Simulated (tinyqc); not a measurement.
Worked calculation: Hubbard chain of 6 sites. Computed by tinyqc, a small Python program that keeps every step. Settings: hopping = 1.84, U = 3.8, mixing = 0.5, iteration cap = 57. Command: `OMP_NUM_THREADS=1 python tinyqc.py 27034 27035 out.jsonl` (the two numbers bound the seeds that draw the settings). One thread of a shared host (Intel(R) Xeon(R) Processor @ 2.60GHz), about 0.3 s of CPU time with the checks.

one-body matrix (hopping and site energies) (eV), lower triangle:
```
           1          2          3          4          5         6
1  -0.940000
2  -1.840000   0.760000
3   0.000000  -1.840000   0.490000
4   0.000000   0.000000  -1.840000  -0.150000
5   0.000000   0.000000   0.000000  -1.840000  -0.350000
6   0.000000   0.000000   0.000000   0.000000  -1.840000  0.290000
```

U = 3.800000 eV

electrons, up and down: 3  2

n(up) at the start (a guess, not normalised): 1 0.500000, 2 0.500000, 3 0.500000, 4 0.500000, 5 0.500000, 6 0.500000

n(down) at the start (a guess): 1 0.333000, 2 0.333000, 3 0.333000, 4 0.333000, 5 0.333000, 6 0.333000

Each step fills the lowest levels of T + U n(other spin) and sets n(new) = n + mixing (n(out) - n); stop when output and input agree to 1e-8.

Course of the cycle:
```
iteration       E (eV)  largest |n(out) - n(in)|  mean |n_up - n_down|
1          -8.20750235                  2.20e-01              0.166667
2          -8.35835263                  6.69e-02              0.178825
3          -8.38612417                  5.30e-02              0.190785
4          -8.40433513                  4.78e-02              0.201744
5          -8.41671610                  4.11e-02              0.216537
6          -8.42497672                  3.45e-02              0.228481
7          -8.43038608                  2.83e-02              0.238070
8          -8.43387386                  2.29e-02              0.245732
9          -8.43609558                  1.84e-02              0.251833
10         -8.43749809                  1.46e-02              0.256678
11         -8.43837779                  1.15e-02              0.260519
...                ...                       ...                   ...
47         -8.43983651                  5.51e-06              0.275090
48         -8.43983651                  4.53e-06              0.275091
49         -8.43983651                  3.72e-06              0.275092
50         -8.43983651                  3.06e-06              0.275092
51         -8.43983651                  2.52e-06              0.275093
52         -8.43983651                  2.07e-06              0.275093
53         -8.43983651                  1.70e-06              0.275094
54         -8.43983651                  1.40e-06              0.275094
55         -8.43983651                  1.15e-06              0.275094
56         -8.43983651                  9.49e-07              0.275094
57         -8.43983651                  7.81e-07              0.275095
```

Can the last value be used, and what does the course show?

Not by the stop rule, although the second column moves by less than 1e-07 over the last three steps. Not converged within 57 iterations: the residual falls steadily but slowly, by a factor of about 0.82 a step. The lowest mean-field energy found from random starts is -8.43984 eV. Reruns (cap 100 unless said): mixing 0.2: not converged; mixing 0.9: converged in 41 (E = -8.43984); the original settings with a cap of 400: converged in 80 (E = -8.43984).
